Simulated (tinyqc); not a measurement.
# Worked calculation: MOS structure on a p-type body with a doping step (retrograde), non-linear Poisson equation by Newton steps

Numbers from tinyqc (`OMP_NUM_THREADS=1 python tinyqc.py 2080036 2080037 out.jsonl`; about 0.6 s on one thread of a shared Intel Xeon 2.30GHz). Printed values are rounded.

One dimension, insulator interface at x = 0, acceptor density N1 for x < x1 and Na beyond, net doping C = -(acceptor density). psi is counted from the intrinsic level: n = ni exp((psi - Vb)/Vt), p = ni exp(-psi/Vt); deep in the body psi_b = -Vt ln(Na/ni). The gate acts through Cox = eps0 eox/tox and has the potential psi_G = Vg - (phiM - chi - Vt ln(Nc/ni)). Boltzmann statistics, full ionisation, classical densities, no oxide or interface charge. Acceptors in real wide-gap material are deep and only partly ionised in the neutral body.

Values chosen for this exercise; band and dielectric values close to those of 4H silicon carbide:
```
symbol    value   unit                                                                 meaning
T           250      K                                                             temperature
Eg         3.24     eV                                                                band gap
eps_r      9.72                                                          relative permittivity
Nc      1.32e19  cm^-3                                  conduction-band density of states at T
Nv      1.94e19  cm^-3                                     valence-band density of states at T
chi        3.56     eV                                                       electron affinity
Na       2.7e16  cm^-3                                       acceptor density deep in the body
eox        8.97         relative permittivity of the gate insulator (close to aluminium oxide)
tox         4.8     nm                                                     insulator thickness
phiM          4     eV                                                      gate work function
Vb            0      V                         electron quasi-Fermi potential against the body
x1          200     nm                                                depth of the doping step
N1       1.4e15  cm^-3                                         acceptor density above the step
Vg         0.27      V                                           gate voltage against the body
```

Constants: q = 1.602176634e-19 C, kB = 1.380649e-23 J/K, Vt = kB T/q, eps0 = 8.8541878128e-14 F/cm where lengths are in cm. Results are converted to the units shown.

## Scales and end potentials

ni = sqrt(Nc Nv) exp(-Eg/(2 Vt)), Eg in volts; Cox, psi_G and psi_b as defined.

ni = 3.51905e-14 cm^-3
Cox = 1.65463 uF/cm^2
psi_G = 1.44585 V
psi_b = -1.48245 V

## Net doping on the mesh

x, node 0 to 12 (nm): 0  0.4  1.15  2.56  5.21  10.2  19.5  37  69.9  132  247  465  873

C = -(N1 for x < x1 and Na beyond), taken at the nodes.

net doping C, node 0 to 12 (cm^-3): -1.4e15  -1.4e15  -1.4e15  -1.4e15  -1.4e15  -1.4e15  -1.4e15  -1.4e15  -1.4e15  -1.4e15  -2.7e16  -2.7e16  -2.7e16

## Couplings between neighbouring nodes

a_i = eps0 eps_r/h_i for the interval from node i to i + 1, with h_i = x_(i+1) - x_i in cm.

coupling a_i, interval 0 to 11 (F/cm^2): 2.15157e-5  1.14750e-5  6.10374e-6  3.24765e-6  1.72470e-6  9.25405e-7  4.91787e-7  2.61589e-7  1.38587e-7  7.48371e-8  3.94783e-8  2.10938e-8

## Starting potential

psi_b + U (1 - x/W)^2 for x < W and psi_b beyond, with U = Vb - 2 psi_b and W = sqrt(2 eps0 eps_r U/(q Na)).

psi at the start, node 0 to 12 (V): 1.48245  1.47555  1.46263  1.43842  1.39319  1.30897  1.15535  0.87808  0.39847  -0.35854  -1.24855  -1.48245  -1.48245

## Iteration 1: densities, residual and Jacobian diagonal

n_i = ni exp((psi_i - Vb)/Vt), p_i = ni exp(-psi_i/Vt), rho_i = p_i - n_i + C_i, g_i = (n_i + p_i)/Vt. Box widths w_i = (h_(i-1) + h_i)/2 in cm. Residual F_i = a_i (psi_(i+1) - psi_i) - a_(i-1) (psi_i - psi_(i-1)) + q rho_i w_i; Jacobian: a_(i-1) and a_i beside the diagonal, b_i = -a_(i-1) - a_i - q g_i w_i on it. Node 0 is free: w_0 = h_0/2, F_0 = a_0 (psi_1 - psi_0) + Cox (psi_G - psi_0) + q rho_0 w_0, b_0 = -a_0 - Cox - q g_0 w_0, with Cox = eps0 eox/tox, psi_G = Vg - (phiM - chi - Vt ln(Nc/ni)). The last node is fixed.

```
node    n (cm^-3)    p (cm^-3)
0          2.7e16  4.58656e-44
1      1.95989e16  6.31857e-44
2      1.07596e16  1.15095e-43
3      3.49718e15  3.54106e-43
4      4.28410e14  2.89062e-42
5      8.59270e12  1.44119e-40
6       6.87629e9  1.80093e-37
7         17689.0  7.00078e-32
8      3.79536e-6  3.26285e-22
9     2.08265e-21   5.94614e-7
10    2.38059e-39   5.20194e11
11    4.58656e-44       2.7e16
12    4.58656e-44       2.7e16
```

```
node  residual F (C/cm^2)  diagonal b (F/cm^2)
0             -2.09147e-7          -2.31743e-5
1             5.52854e-11          -3.29991e-5
2             2.56792e-10          -1.75874e-5
3             7.18876e-10          -9.35667e-6
4              1.54058e-9          -4.97357e-6
5              2.92959e-9          -2.65015e-6
6              5.49611e-9          -1.41719e-6
7              1.03360e-8          -7.53376e-7
8              1.94825e-8          -4.00176e-7
9              3.63194e-8          -2.13424e-7
10            -1.46522e-8          -1.14380e-7
11             9.23394e-9          -6.34558e-6
```

## Iteration 1: Newton step

Solve the tridiagonal system a_(i-1) d_(i-1) + b_i d_i + a_i d_(i+1) = -F_i for nodes 0 to 11, with d = 0 on fixed nodes. If the largest |d| exceeds 4 Vt, the whole step is scaled down so that it equals 4 Vt.

Newton step d, before damping, node 0 to 11 (V): -0.090229  -0.087464  -0.082349  -0.072890  -0.055454  -0.023553  0.032735  0.127478  0.266082  0.387123  0.125961  0.002239
psi after iteration 1, node 0 to 12 (V): 1.46237  1.45608  1.44430  1.42220  1.38084  1.30373  1.16264  0.90645  0.45770  -0.27236  -1.22052  -1.48195  -1.48245

## Course of the Newton iteration

Stop when the largest undamped |d| is below 1e-9 V, or after 80 iterations.

Course of the iteration:
```
iteration  largest |F| (C/cm^2)  largest |d| (V)  at node
1                       2.09e-7            0.387        9
2                       1.63e-7            0.300        9
3                       1.16e-7            0.214        9
4                       6.93e-8            0.128        9
5                       2.26e-8           0.0417        9
6                      1.01e-11          1.78e-6       11
7                      4.12e-16         7.27e-11       11
```

Converged in 7 iterations. Once the step is below 0.1 Vt, 1 more iteration(s) reach the threshold: near the solution the error is roughly squared each time.

## Converged densities and sheet charges

converged psi, node 0 to 12 (V): 1.39123  1.38702  1.37915  1.36435  1.33655  1.28425  1.18695  1.00447  0.66357  0.02781  -1.12300  -1.48009  -1.48245

n and p as above; box widths w_i (half boxes at both ends); band bending psi_0 - psi_b; N_inv = sum w n; N_dep = -sum w (p + C); centroid sum w n x/N_inv; gate charge Cox (psi_G - psi_0)/q.

```
node    n (cm^-3)    p (cm^-3)
0      3.91100e14  3.16638e-42
1      3.21813e14  3.84810e-42
2      2.23280e14  5.54625e-42
3      1.12328e14  1.10246e-41
4      3.09056e13  4.00694e-41
5      2.72725e12  4.54073e-40
6      2.98037e10  4.15509e-38
7       6.24716e6  1.98229e-34
8        0.838492  1.47690e-27
9     1.27930e-13  9.68007e-15
10    8.08532e-37    1.53163e9
11    5.11749e-44   2.41988e16
12    4.58656e-44       2.7e16
```

band bending = 2.87368 V
N_inv = 8.70376e7 cm^-2
N_dep = 5.63758e11 cm^-2
centroid of the electrons = 2.01834 nm
gate charge over q = 5.64156e11 cm^-2

N_inv + N_dep is 0.055 % below the gate charge. A mesh of about 600 nodes or more gives a band bending of 2.876 V and N_inv = 9.406e7 cm^-2; this mesh is 7.5 % below the latter.
